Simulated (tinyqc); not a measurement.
Minimum-mode following (dimer method) and harmonic rate on a two-dimensional model surface. Changing the starting point (curvature and rotation are those of the first step). Computed by tinyqc, a small Python program. Command: `OMP_NUM_THREADS=1 python tinyqc.py 3029678 3029679 out.jsonl dimer sweep`. One thread of a shared host (Intel(R) Xeon(R) Processor @ 2.30GHz), about 0.08 s of CPU time with the checks.

V(x, y) = h u^2 + t x + (kappa/2)(y + c u)^2 with u = x^2/w^2 - 1; the path runs from the minimum near (-w, 0) to that near (w, 0).

Inputs (values chosen for the exercise, for a model surface): height h = 0.61 eV; half width w = 0.9 angstrom; transverse stiffness kappa = 1.8 eV/angstrom^2; curvature c = 0.53 angstrom; tilt t = 0.18 eV/angstrom; offset of the start in y = -0.14 angstrom; first angle of the dimer = -15 degrees; half length delta = 0.01 angstrom; step factor eta = 0.049 angstrom^2/eV.

Surface: curved double well.

Method:
- Newton steps x(new) = x - H^-1 grad V (moves limited to 0.3 angstrom) from (-w, 0), (w, 0) and (0, c) give the two minima and the saddle.
- R0 = start minimum + fraction x (saddle - minimum) + (0, offset); in practice such a guess comes from a displaced minimum.
- Dimer at R with unit axis N = (cos phi, sin phi) and normal T = (-sin phi, cos phi). Gradients g at R +/- delta N and at R +/- delta T give H N and H T by central differences, (g+ - g-)/(2 delta). With C_N = N.H N, C_T = T.H T and b = T.H N, rotate by theta = (1/2) atan2(-2b, C_T - C_N), the angle of least curvature C = (C_N + C_T)/2 - sqrt((C_N - C_T)^2/4 + b^2).
- Translate along F = -g + 2 (g.N) N if C < 0, else along F = (g.N) N, with the new axis: R(new) = R + eta F, the move limited to 0.2 angstrom.
- R0 = start minimum + fraction x (saddle - minimum) + (0, offset). Stop when |g| is below 1e-5 eV/angstrom, after 150 steps at most.

One run for each value; columns: (1) start as a fraction of the way from minimum to saddle; (2) steps; (3) least curvature C (eV/angstrom^2); (4) rotation theta (degrees):
```
(1)  (2)     (3)    (4)
0.2  104   0.862  76.42
0.3  102   0.421  62.20
0.4  104  -0.380  44.95
0.5  118  -1.364  32.92
0.6  119  -2.255  26.02
0.7  118  -2.927  21.72
0.8  117  -3.333  18.62
0.9  115  -3.457  16.00
```

Describe and explain the trends.

Over the rows, steps lies between 102 and 119 without a single trend. Starts with a positive curvature must first climb out of the convex region around the minimum.

Extremes, crossings and ranges named in words are read from the listed rows.
